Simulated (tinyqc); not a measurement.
From results back to parameters: phonon-assisted absorption at an indirect gap. Four cases, with inputs chosen for the exercise.

Problem. One phonon: alpha = A [N (E - Eg + w)^2 + (N + 1)(E - Eg - w)^2], each term only above its threshold, N = 1/(exp(w/kB Tm) - 1). The first two energies lie below the emission threshold and the third above it.

Constants: kB = 8.617333262e-05 eV/K.

Case 1.

Values chosen (out of a larger set: loosely those of AlAs at room temperature; Eg is not tied to T; not measured data): Es = (2.102, 2.156, 2.214) eV (three photon energies); Tm = 400 K.

alpha at the three energies (1/cm): 0.4520740  7.114447  31.15886

Case 2.

Values chosen (out of a larger set: loosely those of SiGe at room temperature; Eg is not tied to T; not measured data): Es = (0.935, 0.993, 1.053) eV (three photon energies); Tm = 400 K.

alpha at the three energies (1/cm): 0.4993166  7.538518  31.74704

Case 3.

Values chosen (out of a larger set: loosely those of Si at room temperature; Eg is not tied to T; not measured data): Es = (1.063, 1.133, 1.197) eV (three photon energies); Tm = 300 K.

alpha at the three energies (1/cm): 0.1833055  2.811957  12.93369

Case 4.

Values chosen (out of a larger set: loosely those of Si at room temperature; Eg is not tied to T; not measured data): Es = (1.075, 1.145, 1.209) eV (three photon energies); Tm = 250 K.

alpha at the three energies (1/cm): 0.1330580  2.106340  11.94882

Find: slope sqrt(A N); threshold Eg - w; w; Eg; A.

Solution. sqrt(alpha) at the first two energies is a line with slope sqrt(A N) and intercept Eg - w. The excess at the third energy is A N exp(w/kB Tm) (E - (Eg - w) - 2w)^2, which has one root w with the emission threshold between the second and third energies.

Case 1.

slope sqrt(A N) = 36.94 1/(cm^(1/2) eV)
threshold Eg - w = 2.0838 eV
w = 45.2 meV
Eg = 2.129 eV
A = 3.7e+03 1/(cm eV^2)

Case 2.

slope sqrt(A N) = 35.16 1/(cm^(1/2) eV)
threshold Eg - w = 0.9149 eV
w = 49.1 meV
Eg = 0.964 eV
A = 3.9e+03 1/(cm eV^2)

Case 3.

slope sqrt(A N) = 17.84 1/(cm^(1/2) eV)
threshold Eg - w = 1.0390 eV
w = 59.0 meV
Eg = 1.098 eV
A = 2.8e+03 1/(cm eV^2)

Case 4.

slope sqrt(A N) = 15.52 1/(cm^(1/2) eV)
threshold Eg - w = 1.0515 eV
w = 58.5 meV
Eg = 1.110 eV
A = 3.4e+03 1/(cm eV^2)

Computed by tinyqc, one run a case: `OMP_NUM_THREADS=1 python tinyqc.py N N+1 out.jsonl` with N = 1681047, 1681104, 1681117, 1681138; one thread of a shared Intel(R) Xeon(R) Processor @ 2.30GHz, about 0.01 s a run at most.
